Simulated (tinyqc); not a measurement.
Pariser-Parr-Pople SCF with singles CI, for the molecule Fc1coc2ccncc12 (SMILES; centres numbered as the heavy atoms are written), step by step. Computed by tinyqc, a small Python program that keeps every step. Settings: charge = 0, gamma = MN, start = huckel, damping = 0, iteration cap = 70, excitations kept = 6. Command: `OMP_NUM_THREADS=1 python tinyqc.py 23046 23047 out.jsonl` (the two numbers bound the seeds that draw the settings). One thread of a shared host (Intel(R) Xeon(R) Processor @ 2.60GHz), about 0.02 s of CPU time with the checks. Later iterations appear only in the table of the cycle.

## PPP integrals

Centres (angstrom, eV; a flat drawing with bonds scaled to 1.40 angstrom):
```
centre          x          y  core charge z          W   gamma_rr
1F      -2.441000   1.524000              2  39.000000  21.400000
2C      -1.609000   0.398000              1  11.160000  11.130000
3C      -2.032000  -0.937000              1  11.160000  11.130000
4O      -0.893000  -1.751000              2  33.000000  21.500000
5C       0.234000  -0.920000              1  11.160000  11.130000
6C       1.605000  -1.200000              1  11.160000  11.130000
7C       2.534000  -0.153000              1  11.160000  11.130000
8N       2.091000   1.175000              1  14.100000  12.300000
9C       0.719000   1.456000              1  11.160000  11.130000
10C     -0.209000   0.408000              1  11.160000  11.130000
```

Resonance integrals (eV):
```
i    j       beta
1    2  -1.900000
2    3  -2.160000
3    4  -2.030000
4    5  -2.030000
5    6  -2.160000
6    7  -2.160000
7    8  -2.270000
8    9  -2.270000
9   10  -2.160000
10   2  -2.160000
10   5  -2.160000
```

Mataga-Nishimoto: gamma = 14.399645/(R + a), a = 2 x 14.399645/(gamma_rr + gamma_ss); H_rr = -W_r - sum_(s != r) z_s gamma_rs; H_rs = beta for bonds.

repulsion gamma_rs (eV), lower triangle:
```
            1F         2C         3C         4O         5C         6C         7C         8N
1F   21.400000
2C    6.300848  11.130000
3C    4.260162   5.344721  11.130000
4O    3.353643   4.574596   6.308517  21.500000
5C    3.193762   4.045353   4.045035   6.307755  11.130000
6C    2.498705   2.948865   2.914751   4.185154   5.346928  11.130000
7C    2.346993   2.630914   2.429669   3.087494   3.872656   5.346071  11.130000
8N    2.666603   2.874256   2.456597   2.862040   3.574255   3.941460   5.477017  12.300000
9C    3.558942   3.739288   2.914953   3.219995   3.872159   3.517557   3.871622   5.475893
10C   4.259284   5.345468   4.045709   4.575148   5.345657   3.873092   3.517643   3.941133

            9C        10C
9C   11.130000
10C   5.345902  11.130000
```

core matrix H (eV), lower triangle:
```
             1F          2C          3C          4O          5C          6C          7C          8N
1F   -74.792584
2C    -1.900000  -59.839754
3C     0.000000   -2.160000  -56.448795
4O     0.000000    0.000000   -2.030000  -74.827985
5C     0.000000    0.000000    0.000000   -2.030000  -60.265077
6C     0.000000    0.000000    0.000000    0.000000   -2.160000  -52.416441
7C     0.000000    0.000000    0.000000    0.000000    0.000000   -2.160000  -49.174565
8N     0.000000    0.000000    0.000000    0.000000    0.000000    0.000000   -2.270000  -52.897898
9C     0.000000    0.000000    0.000000    0.000000    0.000000    0.000000    0.000000   -2.270000
10C    0.000000   -2.160000    0.000000    0.000000   -2.160000    0.000000    0.000000    0.000000

             9C         10C
9C   -53.455248
10C   -2.160000  -60.243469
```

## Starting guess

pi electrons, sum of z_r less the charge = 12

Orbitals of the Hueckel matrix of the beta values.

P at the start, lower triangle:
```
            1F         2C         3C         4O         5C         6C         7C         8N
1F    1.771745
2C    0.428531   1.155031
3C   -0.336142   0.626592   1.260988
4O    0.130492  -0.249711   0.567590   1.317141
5C    0.102422  -0.177053  -0.209549   0.590834   1.122038
6C   -0.072041   0.056786  -0.110250  -0.120408   0.541196   1.049216
7C   -0.052471   0.102120   0.153174  -0.185824  -0.087297   0.727424   1.061864
8N    0.154025  -0.155373   0.035901   0.173486  -0.192145  -0.071031   0.584036   1.090155
9C   -0.077577  -0.050553  -0.145874   0.046099   0.063337  -0.354523  -0.039298   0.718209
10C  -0.206337   0.515418  -0.044958  -0.259890   0.456977   0.098687  -0.213518  -0.117194

           9C       10C
9C   1.017938
10C  0.566245  1.153884
```

## Iteration 1: Fock matrix

F_rr = H_rr + P_rr gamma_rr / 2 + sum_(s != r) P_ss gamma_rs; F_rs = H_rs - P_rs gamma_rs / 2; E = tr P (H + F) / 2 + core repulsion sum_(r<s) z_r z_s gamma_rs.

F (eV), lower triangle:
```
             1F         2C         3C          4O         5C         6C         7C         8N
1F   -18.626098
2C    -3.250054  -5.948984
3C     0.716011  -3.834480  -6.910491
4O    -0.218811   0.571164  -3.820326  -15.063970
5C    -0.163556   0.358120   0.423816   -3.893418  -6.552258
6C     0.090005  -0.083728   0.160675    0.251964  -3.606868  -5.533741
7C     0.061575  -0.134334  -0.186081    0.286865   0.169035  -4.104429  -5.012515
8N    -0.205362   0.223291  -0.044097   -0.248262   0.343388   0.139982  -3.869388  -7.198129
9C     0.138045   0.094516   0.212608   -0.074220  -0.122626   0.623528   0.076074  -4.236417
10C    0.439424  -3.537575   0.090943    0.594519  -3.381421  -0.191112   0.375540   0.230938

            9C        10C
9C   -4.964338
10C  -3.673545  -5.438609
```

pi energy = -202.149478 eV

## Iteration 1: orbitals and new P

Diagonalise F (the basis is taken as orthonormal) and form P = 2 sum c c over the lowest orbitals.

orbital energies (eV): -19.447650  -17.798347  -12.918808  -10.883386  -10.388750  -8.964494  -1.877440  -1.311351  0.247506  2.093587

P after iteration 1, lower triangle:
```
            1F         2C         3C         4O         5C         6C         7C         8N
1F    1.948858
2C    0.223332   1.012669
3C   -0.184013   0.793451   1.125726
4O    0.052336  -0.225955   0.385011   1.751767
5C    0.017921  -0.074437  -0.325019   0.397323   1.029528
6C   -0.021912   0.057151  -0.029079  -0.128521   0.579600   1.051577
7C   -0.009717   0.043165   0.183451  -0.114647   0.008074   0.719677   0.928493
8N    0.044591  -0.127922   0.007801   0.102682  -0.257287  -0.037951   0.594317   1.216391
9C   -0.030876   0.020514  -0.179176   0.033995   0.078890  -0.347187  -0.072837   0.708222
10C  -0.096714   0.491820  -0.015239  -0.183279   0.566870   0.019521  -0.263844  -0.042313

           9C       10C
9C   0.891273
10C  0.565595  1.043718
```

## Iteration 2: Fock matrix

As before.

F (eV), lower triangle:
```
             1F         2C         3C          4O         5C         6C         7C         8N
1F   -17.932629
2C    -2.603591  -5.777821
3C     0.391962  -4.280388  -6.123919
4O    -0.087759   0.516825  -3.244423  -12.838344
5C    -0.028617   0.150562   0.657356   -3.283109  -6.015001
6C     0.027376  -0.084266   0.042378    0.268939  -3.709539  -5.655466
7C     0.011403  -0.056782  -0.222862    0.176986  -0.015634  -4.083721  -5.232482
8N    -0.059453   0.183840  -0.009582   -0.146940   0.459804   0.074791  -3.897542  -7.626646
9C     0.054943  -0.038354   0.261145   -0.054732  -0.152737   0.610624   0.141000  -4.209075
10C    0.205966  -3.474503   0.030826    0.419264  -3.675147  -0.037803   0.464055   0.083380

            9C        10C
9C   -5.329969
10C  -3.671809  -5.751214
```

pi energy = -206.041068 eV

## Iteration 2: orbitals and new P

As before.

orbital energies (eV): -18.520983  -15.447983  -13.156154  -11.050021  -10.383549  -9.078794  -1.570333  -1.213024  0.259857  1.877496

P after iteration 2, lower triangle:
```
            1F         2C         3C         4O         5C         6C         7C         8N
1F    1.971888
2C    0.163933   1.037708
3C   -0.144632   0.824725   1.075322
4O    0.040077  -0.222496   0.370472   1.776879
5C    0.010535  -0.079315  -0.301651   0.377066   1.001584
6C   -0.012349   0.050959  -0.032064  -0.127944   0.585496   1.043954
7C   -0.006035   0.044355   0.169681  -0.103585   0.029646   0.717193   0.917089
8N    0.025244  -0.110508   0.018640   0.093662  -0.265306  -0.038316   0.595856   1.240312
9C   -0.015484   0.011693  -0.184641   0.030212   0.081627  -0.344674  -0.084831   0.700883
10C  -0.069699   0.467787  -0.027103  -0.170690   0.582829   0.021941  -0.272241  -0.046310

           9C       10C
9C   0.884949
10C  0.572263  1.050316
```

## Convergence

Stop when output and input P, before any damping, agree to 1e-7.

Course of the cycle:
```
iteration         E (eV)  largest |P(out) - P(in)|
1          -202.14947826                  4.35e-01
2          -206.04106787                  5.94e-02
3          -206.16644805                  1.44e-02
4          -206.17803965                  6.40e-03
5          -206.17975852                  3.13e-03
6          -206.18010846                  1.55e-03
7          -206.18019528                  7.78e-04
8          -206.18021949                  3.98e-04
9          -206.18022676                  2.14e-04
10         -206.18022904                  1.24e-04
11         -206.18022977                  7.18e-05
...                  ...                       ...
14         -206.18023012                  1.40e-05
15         -206.18023013                  8.19e-06
16         -206.18023013                  4.78e-06
17         -206.18023014                  2.78e-06
18         -206.18023014                  1.62e-06
19         -206.18023014                  9.42e-07
20         -206.18023014                  5.48e-07
21         -206.18023014                  3.18e-07
22         -206.18023014                  1.85e-07
23         -206.18023014                  1.08e-07
24         -206.18023014                  6.25e-08
```

Converged in 24 iterations.

## Converged orbitals

Charges are z - P_rr.

orbital energies (eV): -18.190629  -15.363620  -13.127873  -11.024865  -10.417523  -9.138432  -1.561827  -1.222491  0.253225  1.879324

coefficients:
```
          MO1        MO2        MO3        MO4        MO5        MO6        MO7        MO8
1F   0.969598  -0.112867  -0.033912  -0.155463   0.002804  -0.104611   0.051319   0.000549
2C   0.221160   0.136863   0.075420   0.506968  -0.015814   0.435223  -0.302665   0.001286
3C   0.067031   0.312613  -0.113240   0.280304  -0.261432   0.520814   0.440408   0.204415
4O   0.040308   0.795794  -0.319156  -0.242019  -0.243415  -0.201542  -0.136447  -0.231044
5C   0.026701   0.390413   0.142262  -0.036819   0.536243  -0.183892  -0.017741   0.561879
6C   0.007487   0.155961   0.268054  -0.314417   0.463735   0.336665   0.428090  -0.156216
7C   0.002839   0.077867   0.405754  -0.372211  -0.024978   0.381455  -0.343650  -0.394832
8N   0.005934   0.074166   0.583293  -0.178570  -0.491957  -0.049115  -0.154317   0.492784
9C   0.017017   0.095621   0.431644   0.228819  -0.221467  -0.378978   0.540136  -0.320719
10C  0.061229   0.200151   0.308549   0.508598   0.279007  -0.221511  -0.275592  -0.251259

           MO9       MO10
1F   -0.081410   0.040124
2C    0.546850  -0.298881
3C   -0.467656   0.111109
4O    0.168088   0.067306
5C   -0.162825  -0.401701
6C    0.385031   0.347278
7C   -0.404145  -0.327564
8N    0.161844   0.291666
9C    0.074457  -0.398835
10C  -0.278460   0.508706
```

pi charges: 1F 0.021743, 2C -0.040035, 3C -0.066416, 4O 0.209566, 5C 0.007796, 6C -0.046969, 7C 0.089239, 8N -0.244175, 9C 0.118442, 10C -0.049191

## Singles CI, singlets

Over the 6 single excitations with the smallest orbital gaps: A = (e_a - e_i) delta + 2 (ia|jb) - (ij|ab), with (pq|rs) = sum c_mp c_mq gamma_mn c_nr c_ns. f = 2/3 w |mu|^2 in atomic units, mu = sqrt2 sum c_ia sum_m c_mi c_ma R_m.

singlet CI matrix (eV), lower triangle:
```
           6>7        6>8        5>7        5>8        6>9       4>7
6>7   4.877359
6>8   0.055968   4.715455
5>7   0.134204  -0.597116   5.481163
5>8   0.432696  -0.085170  -0.099995   6.129095
6>9  -0.130603   0.075611  -0.138405   0.051650   6.362107
4>7  -0.060833  -0.197180  -0.199102  -0.166761  -0.264546  6.128721
```

singlet excitation energies (eV): 4.295938  4.766689  5.703935  6.032846  6.299228  6.595263

oscillator strengths: 0.037463  0.434295  0.671398  0.203460  0.726270  0.280494

## Singles CI, triplets

Over the 6 single excitations with the smallest orbital gaps: A = (e_a - e_i) delta - (ij|ab), with (pq|rs) = sum c_mp c_mq gamma_mn c_nr c_ns.

triplet CI matrix (eV), lower triangle:
```
           6>7        6>8        5>7        5>8       6>9       4>7
6>7   2.697570
6>8  -0.185060   3.479534
5>7  -0.132874   0.287790   4.196209
5>8   0.287790  -0.052703   0.201039   3.669902
6>9   0.411735   0.212774  -0.525330  -0.136092  4.315292
4>7   0.192652  -0.263123   0.101840  -0.059693  1.255406  4.677213
```

triplet excitation energies (eV): 2.440489  2.865524  3.636172  3.806195  4.401911  5.885430
